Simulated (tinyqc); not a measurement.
Pariser-Parr-Pople SCF with singles CI, for the molecule Fc1ccccc1 (SMILES; centres numbered as the heavy atoms are written), step by step. One step of it, computed by the program tinyqc.

Question. PPP integrals. Ohno: gamma = 14.399645/sqrt(R^2 + a^2), a = 2 x 14.399645/(gamma_rr + gamma_ss); H_rr = -W_r - sum_(s != r) z_s gamma_rs; H_rs = beta for bonds.

Centres (angstrom, eV; a flat drawing with bonds scaled to 1.40 angstrom):
```
centre          x          y  core charge z          W   gamma_rr
1F       2.400000   0.000000              2  41.500000  18.970000
2C       1.000000   0.000000              1   9.960000  10.380000
3C       0.300000   1.212000              1   9.960000  10.380000
4C      -1.100000   1.212000              1   9.960000  10.380000
5C      -1.800000   0.000000              1   9.960000  10.380000
6C      -1.100000  -1.212000              1   9.960000  10.380000
7C       0.300000  -1.212000              1   9.960000  10.380000
```

Resonance integrals (eV):
```
i  j       beta
1  2  -1.980000
2  3  -2.390000
3  4  -2.390000
4  5  -2.390000
5  6  -2.390000
6  7  -2.390000
7  2  -2.390000
```

Give: repulsion gamma_rs; core matrix H.

Answer.

repulsion gamma_rs (eV):
```
         1F       2C       3C       4C       5C       6C       7C
1F  18.9700   8.4227   5.5051   3.7581   3.3386   3.7581   5.5051
2C   8.4227  10.3800   7.3071   5.1548   4.6082   5.1548   7.3071
3C   5.5051   7.3071  10.3800   7.3061   5.1548   4.6092   5.1558
4C   3.7581   5.1548   7.3061  10.3800   7.3071   5.1558   4.6092
5C   3.3386   4.6082   5.1548   7.3071  10.3800   7.3071   5.1548
6C   3.7581   5.1548   4.6092   5.1558   7.3071  10.3800   7.3061
7C   5.5051   7.3071   5.1558   4.6092   5.1548   7.3061  10.3800
```

core matrix H (eV):
```
          1F        2C        3C        4C        5C        6C        7C
1F  -71.7876   -1.9800    0.0000    0.0000    0.0000    0.0000    0.0000
2C   -1.9800  -56.3373   -2.3900    0.0000    0.0000    0.0000   -2.3900
3C    0.0000   -2.3900  -50.5032   -2.3900    0.0000    0.0000    0.0000
4C    0.0000    0.0000   -2.3900  -47.0091   -2.3900    0.0000    0.0000
5C    0.0000    0.0000    0.0000   -2.3900  -46.1691   -2.3900    0.0000
6C    0.0000    0.0000    0.0000    0.0000   -2.3900  -47.0091   -2.3900
7C    0.0000   -2.3900    0.0000    0.0000    0.0000   -2.3900  -50.5032
```
